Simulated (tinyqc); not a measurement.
Inside a calculation. Model: spin coating of a resist or spin-on film: centrifugal thinning, evaporation and the final thickness (Emslie and Meyerhofer models). Computed by tinyqc, a small Python program that keeps every step. Command: `OMP_NUM_THREADS=1 python tinyqc.py 3113967 3113968 out.jsonl spincoat walk`. One thread of a shared host (Intel(R) Xeon(R) Processor @ 2.30GHz), about 0.09 s of CPU time with the checks. Intermediate numbers are printed to about 6 digits and carried at full precision; extremes and crossings named in words are read from the listed rows.

A Newtonian film stays uniform over the wafer; solvent and solids have the same density and the concentration is uniform through the thickness.

Inputs (values chosen for the exercise, of the order of those of a polymer resist in an ester solvent):

| quantity | value | unit |
|---|---|---|
| solids volume fraction c0 | 0.15 | - |
| kinematic viscosity of the solvent nu_s | 0.76 | mm^2/s |
| viscosity constant k | 560 | mm^2/s |
| viscosity exponent gamma | 3.4 | - |
| spin speed f | 4000 | rpm |
| evaporation rate at 1000 rpm e0 | 0.22 | micrometre/s |
| starting thickness h0 | 200 | micrometre |
| time t | 0.64 | s |
| wafer radius R | 100 | mm |
| shrinkage in the bake | 6.9 | % |

## Rates

omega = 2 pi f/60; nu(c) = nu_s + k c^gamma; evaporation rate e = e0 sqrt(f/1000 rpm). Flow constant K = 2 omega^2/(3 nu(c0)); Reynolds number of the air omega R^2/nu_air with nu_air = 15 mm^2/s.

omega = 418.879 1/s

nu(c0) = 1.64491 mm^2/s

evaporation rate e = 0.44 micrometre/s

flow constant K = 0.0711122 1/(micrometre^2 s)

Reynolds number of the air = 279253

## Thinning without evaporation

dh/dt = -K h^3 gives h = h0/sqrt(1 + 2 K h0^2 t); for long times h = 1/sqrt(2 K t).

h(t) without evaporation = 3.31408 micrometre

long-time form = 3.31454 micrometre

time 1/(2 K h0^2) = 1.75779e-04 s

The long-time form is within 0.014 %: the starting thickness is forgotten.

## The two-stage estimate

Meyerhofer estimate: flow rules until (1 - c0) K h^3 = e, then evaporation alone: h_w = (e/((1 - c0) K))^(1/3), dry film c0 h_w.

wet thickness h_w = 1.93804 micrometre

dry film, estimate = 290.706 nm

drying time (1 - c0) h_w/e = 3.74394 s

## First explicit step of the full model

Solids s and liquid l per area start at s = c0 h0, l = (1 - c0) h0. With h = h0 and c = c0: Q = K h^3, K = 2 omega^2/(3 nu); one Euler step of length dt = 0.01 h0/Q for s and l, ds/dt = -c Q, dl/dt = -(1 - c) Q - e.

Q = 568898 micrometre/s

dt = 3.51557e-06 s

s = 29.7 micrometre

l = 168.300 micrometre

Q/e at the start = 1.29295e+06

## The full model

Full model for solids s and liquid l per area, h = s + l, c = s/h: ds/dt = -c Q, dl/dt = -(1 - c) Q - e, Q = 2 omega^2 h^3/(3 nu(c)); integrated adaptively (relative tolerance 1e-9) until l = 0. Dry film = s at l = 0, before the bake; film after the bake = s x (1 - shrinkage).

time to dry = 4.90137 s

dry film = 332.266 nm

film after the bake = 309.340 nm

## Course in time

Times are fractions of the time to dry.

History:

| fraction | t (s) | h (micrometre) | c | nu (mm^2/s) | Q/e | s (nm) |
|---|---|---|---|---|---|---|
| 0.003 | 1.47041e-02 | 21.7366 | 0.150030 | 1.646 | 1.65924e+03 | 3261.15 |
| 0.010 | 4.90137e-02 | 11.9524 | 0.150181 | 1.649 | 2.75355e+02 | 1795.02 |
| 0.030 | 1.47041e-01 | 6.9007 | 0.150941 | 1.664 | 5.25030e+01 | 1041.60 |
| 0.100 | 4.90137e-01 | 3.7521 | 0.155834 | 1.767 | 7.94513e+00 | 584.70 |
| 0.200 | 9.80275e-01 | 2.6041 | 0.167250 | 2.041 | 2.29998e+00 | 435.54 |
| 0.350 | 1.71548e+00 | 1.8765 | 0.194036 | 2.883 | 6.09274e-01 | 364.11 |
| 0.500 | 2.45069e+00 | 1.4423 | 0.236395 | 4.915 | 1.62289e-01 | 340.95 |
| 0.700 | 3.43096e+00 | 0.9815 | 0.339430 | 14.975 | 1.67858e-02 | 333.15 |
| 0.900 | 4.41124e+00 | 0.5480 | 0.606411 | 102.994 | 4.24679e-04 | 332.29 |

Q/e drops below 1 between t = 0.98 and 1.7 s, when c has risen from 0.15 to about 0.194; after that row the solids fall by a further 9 %. The full model gives 1.14 times the two-stage estimate.

## Spin curve

The formulas are those given above.

Dry film against speed:

| f (rpm) | full model (nm) | estimate (nm) | time to dry (s) |
|---|---|---|---|
| 500 | 939.782 | 822.242 | 39.2010 |
| 1000 | 664.531 | 581.413 | 19.6034 |
| 1500 | 542.588 | 474.721 | 13.0695 |
| 2000 | 469.895 | 411.121 | 9.8024 |
| 3000 | 383.668 | 335.679 | 6.5351 |
| 4000 | 332.266 | 290.706 | 4.9014 |
| 6000 | 271.294 | 237.361 | 3.2676 |

The full thickness goes as f^-0.500; the estimate as (e/omega^2)^(1/3) = f^(-1/2). The time to dry goes as f^-1.00. A thickness window of 1 % allows a speed error of about 2 %.

Checks made by the program: constant-viscosity run against c0 h0 exp(-int K h^2 dt) (relative difference 1e-05).
